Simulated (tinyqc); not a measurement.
AlGaN/GaN HEMT with access regions, lumped model: effect of the gate voltage.

A polarisation-induced electron sheet under a Schottky gate, in series with two ungated access regions and contacts. Drift law v = mu E/(1 + mu E/vs) under the gate. Currents in mA/mm, resistances in ohm mm. No self-heating, no channel-length modulation; fits for polarisation, barrier and offset are chosen for the exercise.

sigma = (5e13 x + 1.6e13 x^2) cm^-2, phiB = 0.84 + 1.3 x, dEc = 0.7 (1.71 x + x^2) in volts, Cb = eps0 eps_r/d, VT = phiB - dEc - q sigma/Cb, access density n0 = -Cb VT/q. Access resistance R(L, n) = L/(q mu n sqrt(1 - (I/(q n vs))^2)); Rs = Rc + R(Ls, n0), Rd = Rc + R(Ld, (1 - ft) n0). Vg' = Vg - I Rs, Vd' = Vd - I (Rs + Rd); with u = Vg' - VT, Vc = vs Lg/mu and w the smaller of Vd' and Vc [sqrt(1 + 2 u/Vc) - 1] (0 if negative), the channel gives (mu Cb/Lg)(u w - w^2/2)/(1 + w/Vc). I equals that channel current. Isat is I at Vd = 10 V, gm = dIsat/dVg, Ron the limit of Vd/I at small Vd.

Parameters, values chosen for the exercise; values close to those of AlGaN/GaN structures: aluminium share of the barrier x = 0.22; barrier thickness d = 25 nm; relative permittivity of barrier and channel eps_r = 9.3; channel mobility mu = 2000 cm^2/(V s); saturation velocity vs = 1.2e7 cm/s; gate length Lg = 0.25 um; source access length Ls = 1.5 um; drain access length Ld = 16 um; resistance of each contact Rc = 0.43 ohm mm; share of the drain-access electrons removed by traps ft = 0.

Constants: q = 1.602176634e-19 C, eps0 = 8.8541878128e-14 F/cm where lengths are in cm. Results are converted to the units shown.

The same in every row: VT (V) = -4.899; n0 (cm^-2) = 1.007e13.

Effect of the gate voltage:
```
Vg (V)	Ron (ohm mm)	Isat (mA/mm)	gm (mS/mm)
-4.5	7.235	56.12	190.0
-3.6	6.575	251.4	232.2
-2.8	6.464	442.0	242.8
-1.9	6.410	662.7	246.6
-1.1	6.383	859.7	245.3
-0.2	6.364	1078	238.6
0.6	6.352	1215	46.09
1.5	6.342	1234	10.57
```

As Vg goes from -4.5 to 1.5 V, Ron falls from 7.24 to 6.34 ohm mm, Isat rises from 56.1 to 1230 mA/mm and gm goes from 190 through a maximum of 247 (at Vg = -1.9 V among the rows listed) to 10.6 mS/mm. The ceiling Cb vs is 395 mS/mm. For Vg = -1.9 to 1.5 V the power passes 5 W/mm, where self-heating, left out here, lowers the current. For Vg = 0.6 to 1.5 V the gated channel is not yet saturated at 10 V, because the access regions take the voltage, and gm drops. At Vg = 1.5 V Vg comes within 0.2 V of phiB or passes it, so at low drain current, as for Ron, the Schottky gate would conduct.

Computed by the program tinyqc: `OMP_NUM_THREADS=1 python tinyqc.py 2570173 2570174 out.jsonl`, one thread of a shared Intel Xeon 2.30GHz, about 0.03 s for the whole run.
